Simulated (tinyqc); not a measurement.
# CMOS inverter, nodal equation and switching: effect of the temperature

An n-channel pull-down (bn, VTn) and a p-channel pull-up (bp, VTp) share the input Vin and the output node Vout, which carries the load C. Transistor (EKV form, voltages against the body): I = 2 n b Vt^2 [F(vp - Vs) - F(vp - Vd)] from drain to source, F(v) = ln^2(1 + exp(v/(2 Vt))), vp = (Vg - VT + sg |Vd - Vs|)/n. n-channel bodies are at 0; for the p-channel device all voltages are counted down from Vdd. b in uA/V^2 gives I in uA. Static: In = Ip. Transient: C dVout/dt = Ip - In. No velocity saturation, no gate capacitance beyond C.

VM solves In = Ip with Vin = Vout; VIL and VIH are the inputs of gain -1, NML = VIL - Vout(VIH), NMH = Vout(VIL) - VIH. For a step input the delay to Vdd/2 is tHL = C times the integral of dV/(In - Ip) from Vdd/2 to Vdd at Vin = Vdd, and tLH likewise with Ip - In from 0 to Vdd/2 at Vin = 0. Thresholds, gain factors and n are held fixed.

Inputs (values chosen for the exercise): supply voltage Vdd = 0.8 V; slope factor n = 1.27; drain-induced barrier lowering sg = 0.039; n-channel threshold VTn = 0.28 V; p-channel threshold (magnitude) VTp = 0.29 V; gain factor of the pull-down transistor bn = 220 uA/V^2; gain factor of the pull-up transistor bp = 220 uA/V^2; load capacitance C = 2 fF.

Constants: q = 1.602176634e-19 C, kB = 1.380649e-23 J/K, Vt = kB T/q. Results are converted to the units shown.

Effect of the temperature:

| T (K) | VM (V) | gain at VM | NML (V) | NMH (V) | tHL (ps) | tLH (ps) |
|---|---|---|---|---|---|---|
| 220 | 0.3952 | -25.64 | 0.3178 | 0.3278 | 31.30 | 32.48 |
| 250 | 0.3952 | -25.64 | 0.3155 | 0.3255 | 31.31 | 32.49 |
| 280 | 0.3952 | -25.64 | 0.3130 | 0.3230 | 31.32 | 32.50 |
| 310 | 0.3952 | -25.63 | 0.3102 | 0.3202 | 31.32 | 32.50 |
| 340 | 0.3952 | -25.62 | 0.3073 | 0.3173 | 31.33 | 32.51 |
| 370 | 0.3952 | -25.59 | 0.3042 | 0.3142 | 31.34 | 32.51 |
| 400 | 0.3952 | -25.53 | 0.3010 | 0.3110 | 31.34 | 32.52 |
| 430 | 0.3952 | -25.43 | 0.2977 | 0.3077 | 31.34 | 32.52 |

As T goes from 220 to 430 K, VM stays near 0.395 V, the size of the gain falls from 25.6 to 25.4, tHL stays near 31.3 ps and tLH stays near 32.5 ps. The smaller margin is largest, 0.318 V, at T = 220 K among the rows. In every row the overdrive passes 0.5 V, where velocity saturation, left out here, would lengthen the delays of short devices.

tinyqc, about 0.04 s, one thread, Intel Xeon 2.30GHz (shared host): `OMP_NUM_THREADS=1 python tinyqc.py 2340020 2340021 out.jsonl`
